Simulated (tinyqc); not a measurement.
Inside a calculation. Method: Hueckel theory of the pi electrons, for the molecule O=C(O)c1ccc2ccoc2c1 (SMILES; centres numbered as the heavy atoms are written). One step of it, computed by the program tinyqc.

Problem. Orbitals. Diagonalise; E = alpha + x beta with beta < 0, so the largest x are filled first; degenerate levels share their electrons. P = sum n_i c_ri c_si; each orbital has its largest coefficient positive (the first on a tie).

Hueckel matrix in units of beta (H = alpha + beta A), lower triangle:
```
           1O        2C        3O        4C        5C        6C        7C        8C
1O   1.000000
2C   1.000000  0.000000
3O   0.000000  0.800000  2.000000
4C   0.000000  1.000000  0.000000  0.000000
5C   0.000000  0.000000  0.000000  1.000000  0.000000
6C   0.000000  0.000000  0.000000  0.000000  1.000000  0.000000
7C   0.000000  0.000000  0.000000  0.000000  0.000000  1.000000  0.000000
8C   0.000000  0.000000  0.000000  0.000000  0.000000  0.000000  1.000000  0.000000
9C   0.000000  0.000000  0.000000  0.000000  0.000000  0.000000  0.000000  1.000000
10O  0.000000  0.000000  0.000000  0.000000  0.000000  0.000000  0.000000  0.000000
11C  0.000000  0.000000  0.000000  0.000000  0.000000  0.000000  1.000000  0.000000
12C  0.000000  0.000000  0.000000  1.000000  0.000000  0.000000  0.000000  0.000000

           9C       10O       11C       12C
9C   0.000000
10O  0.800000  2.000000
11C  0.000000  0.800000  0.000000
12C  0.000000  0.000000  1.000000  0.000000
```

pi electrons, sum of z_r less the charge = 14

Give: x values; occupations; coefficients; charge and bond-order matrix P.

Solution.

x values: 2.7330  2.5056  1.9161  1.5366  1.2553  0.8945  0.6562  -0.4666  -0.9770  -1.1596  -1.6684  -2.2256

occupations: 2.0000  2.0000  2.0000  2.0000  2.0000  2.0000  2.0000  0.0000  0.0000  0.0000  0.0000  0.0000

coefficients:
```
        MO1      MO2      MO3      MO4      MO5      MO6      MO7      MO8
1O   0.0696   0.3048  -0.0472   0.4858   0.6249  -0.0975  -0.2533  -0.3644
2C   0.1206   0.4590  -0.0432   0.2607   0.1595   0.0103   0.0871   0.5344
3O   0.1317   0.7262   0.4118  -0.4500  -0.1714  -0.0074  -0.0518  -0.1733
4C   0.1547   0.2641  -0.3651   0.2748  -0.2876   0.1127   0.3519   0.2537
5C   0.1060   0.1201  -0.3887   0.0127  -0.1804   0.5261  -0.0495  -0.2577
6C   0.1349   0.0367  -0.3797  -0.2553   0.0611   0.3579  -0.3844  -0.1334
7C   0.2627  -0.0282  -0.3389  -0.4050   0.2571  -0.2060  -0.2027   0.3199
8C   0.2013  -0.0506  -0.1219  -0.3210   0.4010  -0.0398   0.4764   0.0535
9C   0.2875  -0.0986   0.1052  -0.0882   0.2462   0.1704   0.5153  -0.3449
10O  0.7304  -0.2457   0.4044   0.2317  -0.1149   0.2402  -0.1728   0.1343
11C  0.3817  -0.0566  -0.1476  -0.0460  -0.1393  -0.5023  -0.2251  -0.0693
12C  0.1963   0.0828  -0.2676   0.1489  -0.3401  -0.4356   0.1933  -0.3951

         MO9     MO10     MO11     MO12
1O   -0.1463  -0.1295   0.1528  -0.0748
2C    0.2893   0.2796  -0.4077   0.2412
3O   -0.0777  -0.0708   0.0889  -0.0457
4C   -0.0741  -0.1381   0.4563  -0.4256
5C   -0.4898   0.2349  -0.1707   0.3475
6C    0.5526  -0.1343  -0.1716  -0.3477
7C   -0.0501  -0.0792   0.4569   0.4264
8C   -0.3112  -0.3229  -0.4397  -0.2290
9C    0.3541   0.4536   0.2767   0.0832
10O  -0.0434  -0.2539  -0.0274   0.0547
11C  -0.1925   0.5490  -0.1511  -0.3724
12C   0.2729  -0.3544  -0.1830   0.3585
```

charge and bond-order matrix P, lower triangle:
```
          1O       2C       3O       4C       5C       6C       7C       8C
1O    1.6002
2C    0.7072   0.6563
3O   -0.2014   0.3643   1.8978
4C   -0.0757   0.4264  -0.0632   1.0435
5C   -0.1662   0.1206  -0.0701   0.5745   0.9774
6C    0.0301  -0.0742   0.0194  -0.0269   0.7187   1.0169
7C    0.1221  -0.1018   0.0496  -0.2457   0.0127   0.5728   0.9965
8C   -0.0356   0.0554  -0.0183   0.0440  -0.1165  -0.0387   0.4806   1.1006
9C   -0.1023   0.0955  -0.0419   0.1711  -0.0074  -0.2087   0.0042   0.8316
10O   0.0360  -0.0252   0.0137  -0.0731   0.0986   0.0443  -0.1522  -0.2044
11C   0.0258  -0.0651   0.0166  -0.0208  -0.2751   0.0309   0.5676  -0.0612
12C  -0.1903   0.1403  -0.0794   0.6151  -0.0814  -0.3156   0.0854  -0.0135

          9C      10O     11C     12C
9C    0.9329
10O   0.3598   1.8237
11C  -0.2640   0.3132  0.9905
12C  -0.1027  -0.0994  0.6511  0.9637
```
